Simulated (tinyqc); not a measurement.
p-n diode with diffusion and depletion-layer recombination: one step of the calculation.

Abrupt junction in the depletion approximation, low injection, full ionisation, neutral widths fixed, ohmic contact on the p side. Vj is the junction voltage; where a series resistance Rs is given, V = Vj + J Rs is the terminal voltage.

Question. Recombination in the depleted layer. ni = sqrt(Nc Nv) exp(-Eg/(2 Vt)), Eg in volts. Vbi = Vt ln(Na Nd/ni^2), W = sqrt(2 eps0 eps_r (Vbi - Vj)(1/Na + 1/Nd)/q), xp = W Nd/(Na + Nd), xn = W Na/(Na + Nd); u(x) = q Na (x + xp)^2/(2 eps0 eps_r) for x < 0 and Vbi - Vj - q Nd (xn - x)^2/(2 eps0 eps_r) for x > 0; p = Na exp(-u/Vt), n = Nd exp((u - Vbi + Vj)/Vt); U = ni^2 (exp(Vj/Vt) - 1)/(tp (n + ni exp(Et/Vt)) + tn (p + ni exp(-Et/Vt))); J_scr = q times the integral of U from -xp to xn. Trapezoid rule on 14 equal steps.

Inputs (values chosen for the exercise); band and dielectric values those of a made-up semiconductor: temperature T = 300 K; band gap Eg = 1.05 eV; relative permittivity eps_r = 13.6; conduction-band density of states at T Nc = 2.47e19 cm^-3; valence-band density of states at T Nv = 2.42e19 cm^-3; acceptor density Na = 6.7e16 cm^-3; donor density Nd = 9.7e17 cm^-3; electron lifetime tn = 1e-5 s; hole lifetime tp = 1e-9 s; trap level above the intrinsic level Et = 0 eV; junction voltage at which recombination is evaluated Vj = 0.35 V.

Constants: q = 1.602176634e-19 C, kB = 1.380649e-23 J/K, Vt = kB T/q, eps0 = 8.8541878128e-14 F/cm where lengths are in cm. Results are converted to the units shown.

Wanted: W; x; u; n; p; U; J_scr.

Answer.

W = 105.5 nm

```
point  x (nm)   u (V)  n (cm^-3)  p (cm^-3)  U (cm^-3 s^-1)
0      -98.68  0.0000   1.552e10   6.700e16        1.552e15
1      -91.15  0.0025   1.712e10   6.075e16        1.712e15
2      -83.61  0.0101   2.296e10   4.529e16        2.296e15
3      -76.08  0.0228   3.747e10   2.776e16        3.747e15
4      -68.54  0.0405   7.435e10   1.399e16        7.435e15
5      -61.01  0.0633   1.795e11   5.795e15        1.795e16
6      -53.47  0.0911   5.269e11   1.974e15        5.269e16
7      -45.93  0.1240   1.882e12   5.527e14        1.881e17
8      -38.40  0.1620   8.173e12   1.273e14        8.170e17
9      -30.86  0.2050   4.317e13   2.409e13        4.310e18
10     -23.33  0.2531   2.774e14   3.749e12        2.727e19
11     -15.79  0.3063   2.168e15   4.797e11        1.418e20
12      -8.26  0.3645   2.061e16   5.046e10        4.840e19
13      -0.72  0.4278   2.383e17    4.364e9        4.356e18
14       6.82  0.4641   9.700e17    1.072e9        1.072e18
```

J_scr = 2.750e-5 A/cm^2

Numbers from tinyqc (`OMP_NUM_THREADS=1 python tinyqc.py 2260002 2260003 out.jsonl`; about 0.01 s on one thread of a shared Intel Xeon 2.30GHz).
